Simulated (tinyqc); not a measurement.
## Strained Delta valleys, repopulation and conductivity mass: mobility against stress

A cubic crystal with three pairs of conduction valleys along x, y and z under uniaxial stress X along [110] (X > 0 is tension); current along [110]. Non-degenerate electrons, fixed total density, one relaxation time for all valleys and stresses, masses unchanged by strain, so the mobility goes as the mean inverse mass.

Stress s_ij = X a_i a_j with a the unit vector along [110]; strain e_ii = s11 s_ii + s12 (s_jj + s_kk), e_ij = s44 s_ij/2. Valley shift dE = Xu (n.e.n - trace(e)/3) with n the valley axis; share f proportional to exp(-dE/Vt). Inverse mass along the current d = [110]: (n.d)^2/ml + (1 - (n.d)^2)/mt; mu/mu0 = sum f (1/m) over the plain mean of 1/m. The linear estimate is 1 - pi X with pi the small-stress slope -d(mu/mu0)/dX.

Parameters, values chosen for the exercise; values close to those of silicon: temperature T = 325 K; compliance s11 = 7.83 1/TPa; compliance s12 = -2.19 1/TPa; compliance s44 = 12.7 1/TPa; shear deformation potential Xu = 9.35 eV; longitudinal mass ml = 0.906 m0; transverse mass mt = 0.186 m0.

Constants: q = 1.602176634e-19 C, kB = 1.380649e-23 J/K, Vt = kB T/q. Results are converted to the units shown.

Result of one run:
```
X (MPa)  splitting (meV)  largest share  mu/mu0  linear estimate
1500              70.265        0.86006  1.2847           1.3014
```

What becomes of these results when the uniaxial stress (tension positive) X is changed from 1500 to 25 MPa, all else the same?

Result of the changed run:
```
X (MPa)  splitting (meV)  largest share  mu/mu0  linear estimate
25                1.1711        0.34269  1.0051           1.0050
```

The whole series:
```
X (MPa)  splitting (meV)  largest share  mu/mu0  linear estimate
25                1.1711        0.34269  1.0051           1.0050
50                2.3422        0.35217  1.0102           1.0100
100               4.6844        0.37148  1.0206           1.0201
200               9.3687        0.41129  1.0421           1.0402
400               18.737        0.49397  1.0868           1.0804
700               32.790        0.61720  1.1534           1.1406
1000              46.843        0.72700  1.2128           1.2009
1500              70.265        0.86006  1.2847           1.3014
2500              117.11        0.97035  1.3443           1.5023
```

The ratio mu/mu0 rises from 1.01 to 1.34; pi = -20.1e-11 1/Pa. The linear estimate of the change is 0.9932 times the computed change in the first row and 1.46 times it in the last: once the splitting is several Vt (Vt = 28.0 meV) the upper valleys are nearly empty and little is left to move. At X = 2500 MPa the stress passes 1.5 GPa, where intervalley scattering and masses change too.

Range of the model: Shear strain also changes the transverse masses of these valleys, which is left out.

tinyqc, about 0.01 s, one thread, Intel Xeon 2.30GHz (shared host): `OMP_NUM_THREADS=1 python tinyqc.py 2530008 2530009 out.jsonl`
